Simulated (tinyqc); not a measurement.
Hubbard chain of 3 sites, step by step. Computed by tinyqc, a small Python program that keeps every step. Settings: hopping = 1.44, U = 7.5, mixing = 1, iteration cap = 69. Command: `OMP_NUM_THREADS=1 python tinyqc.py 26326 26327 out.jsonl` (the two numbers bound the seeds that draw the settings). One thread of a shared host (Intel(R) Xeon(R) Processor @ 2.60GHz), about 0.2 s of CPU time with the checks. Later iterations appear only in the table of the cycle.

## Mean-field iteration 1

one-body matrix (hopping and site energies) (eV), lower triangle:
```
           1          2         3
1   0.640000
2  -1.440000   0.330000
3   0.000000  -1.440000  0.950000
```

U = 7.500000 eV

electrons, up and down: 1  1

mixing = 1

n(up) at the start (a guess, not normalised): 1 0.383000, 2 0.283000, 3 0.383000

n(down) at the start (a guess): 1 0.283000, 2 0.383000, 3 0.283000

H(up) = T + U n(down), H(down) = T + U n(up); fill the lowest levels; n(new) = n + mixing (n(out) - n); E = tr T (rho up + rho down) + U sum n_up n_down of the output.

levels, up (eV): 1.011800  2.919141  5.106559

levels, down (eV): 0.931712  3.660516  5.195272

energy = 0.041651 eV

n(up) after iteration 1: 1 0.312515, 2 0.461923, 3 0.225562

n(down) after iteration 1: 1 0.199638, 2 0.641245, 3 0.159117

## Mean-field iteration 2

As before.

levels, up (eV): 1.110854  2.140339  6.168808

levels, down (eV): 1.197625  2.819656  5.402719

energy = 0.167202 eV

n(up) after iteration 2: 1 0.400589, 2 0.203533, 3 0.395878

n(down) after iteration 2: 1 0.245778, 2 0.378180, 3 0.376042

## Mean-field iteration 3

As before.

levels, up (eV): 1.008972  3.130414  5.280613

levels, down (eV): 0.564925  3.773068  5.082007

energy = 0.241708 eV

n(up) after iteration 3: 1 0.428563, 2 0.449262, 3 0.122175

n(down) after iteration 3: 1 0.155854, 2 0.712772, 3 0.131374

## Convergence

Each step fills the lowest levels of T + U n(other spin) and sets n(new) = n + mixing (n(out) - n); stop when output and input agree to 1e-8.

Course of the cycle:

| iteration | E (eV) | largest \|n(out) - n(in)\| | mean \|n_up - n_down\| |
|---|---|---|---|
| 1 | 0.04165141 | 2.58e-01 | 0.119548 |
| 2 | 0.16720169 | 2.63e-01 | 0.116431 |
| 3 | 0.24170837 | 3.35e-01 | 0.181806 |
| 4 | 0.63185933 | 5.04e-01 | 0.274211 |
| 5 | 0.05272379 | 4.93e-01 | 0.365037 |
| 6 | -0.08285804 | 5.46e-01 | 0.455140 |
| 7 | -0.44191826 | 4.13e-01 | 0.442941 |
| 8 | -0.68758006 | 3.78e-01 | 0.564542 |
| 9 | -0.75269368 | 2.26e-01 | 0.477902 |
| 10 | -0.81313074 | 1.94e-01 | 0.556657 |
| 11 | -0.83524213 | 1.42e-01 | 0.494728 |
| ... | ... | ... | ... |
| 59 | -0.88488755 | 1.55e-06 | 0.529293 |
| 60 | -0.88488755 | 1.11e-06 | 0.529294 |
| 61 | -0.88488755 | 9.55e-07 | 0.529293 |
| 62 | -0.88488755 | 6.83e-07 | 0.529293 |
| 63 | -0.88488755 | 5.88e-07 | 0.529293 |
| 64 | -0.88488755 | 4.20e-07 | 0.529293 |
| 65 | -0.88488755 | 3.62e-07 | 0.529293 |
| 66 | -0.88488755 | 2.59e-07 | 0.529293 |
| 67 | -0.88488755 | 2.23e-07 | 0.529293 |
| 68 | -0.88488755 | 1.60e-07 | 0.529293 |
| 69 | -0.88488755 | 1.37e-07 | 0.529293 |

Not converged within 69 iterations: the residual falls steadily but slowly, by a factor of about 0.79 a step. The lowest mean-field energy found from random starts is -0.88489 eV. Reruns (cap 100 unless said): mixing 0.2: not converged; mixing 0.5: not converged; mixing 0.9: converged in 71 (E = -0.88489); the original settings with a cap of 400: converged in 80 (E = -0.88489).

## The many-body Hamiltonian

Basis: all placements (u, d, 2, 0 on each site), up operators ordered before down ones; hops carry the sign of the same-spin electrons passed.

H (eV), lower triangle:
```
           200        ud0        u0d        du0        020        0ud        d0u        0du
200   8.780000
ud0  -1.440000   0.970000
u0d   0.000000  -1.440000   1.590000
du0  -1.440000   0.000000   0.000000   0.970000
020   0.000000  -1.440000   0.000000  -1.440000   8.160000
0ud   0.000000   0.000000  -1.440000   0.000000  -1.440000   1.280000
d0u   0.000000   0.000000   0.000000  -1.440000   0.000000   0.000000   1.590000
0du   0.000000   0.000000   0.000000   0.000000  -1.440000   0.000000  -1.440000   1.280000
002   0.000000   0.000000   0.000000   0.000000   0.000000  -1.440000   0.000000  -1.440000

          002
002  9.400000
```

## Exact diagonalisation (9 states)

Lowest levels of the sector, and the double occupancy of the lowest state.

lowest levels (eV): -1.487331  -0.699538  0.639073  1.127677  2.701514  3.411860

double occupancy per site = 0.026919

## The lowest level by Lanczos steps

From a random start vector (not printed): a_j = <q_j|H|q_j>, b_j = norm of the remainder after orthogonalising; the Ritz value is the lowest eigenvalue of the tridiagonal matrix of a and b so far.

Lanczos:

| j | a_j (eV) | b_j (eV) | lowest Ritz value (eV) |
|---|---|---|---|
| 1 | 4.723864 | 5.533223 | 4.72386403 |
| 2 | 4.270066 | 1.498187 | -1.04090819 |
| 3 | 2.054413 | 1.556949 | -1.38965837 |
| 4 | 3.144781 | 3.190430 | -1.44664625 |
| 5 | 6.956490 | 2.239918 | -1.47043817 |
| 6 | 1.096729 | 1.938827 | -1.48173455 |
| 7 | 6.749449 | 2.922475 | -1.48565264 |
| 8 | 3.493896 | 1.023328 | -1.48716929 |
| 9 | 1.530312 | 0 | -1.48733130 |
